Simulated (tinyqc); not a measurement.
# Switching power and leakage at the onset of runaway

Inverse problem. T = T0 + Rth P(T), P(T) = Pd + Pl (T/300 K)^2 exp[(q Ea/kB)(1/(300 K) - 1/T)]. At the onset of runaway the loop gain Rth dP/dT equals one as well. Find Pd and the critical Pl.

Parameters, values chosen for the exercise:
```
symbol  value  unit                           meaning
T0        300     K               ambient temperature
Ea       0.61    eV  activation energy of the leakage
Rth       9.7   K/W                thermal resistance
```

Constants: q = 1.602176634e-19 C, kB = 1.380649e-23 J/K. Results are converted to the units shown.

temperature at the onset of runaway = 349.66964 K

Solution. With s = 2/T + q Ea/(kB T^2), unit gain means Rth (P - Pd) = 1/s; the heat balance then gives Pd, and the leakage term Pl.

Pd = 3.50 W
critical Pl = 0.0418 W

Computed by the program tinyqc: `OMP_NUM_THREADS=1 python tinyqc.py 2520047 2520048 out.jsonl`, one thread of a shared Intel Xeon 2.30GHz, about 0.01 s for the whole run.
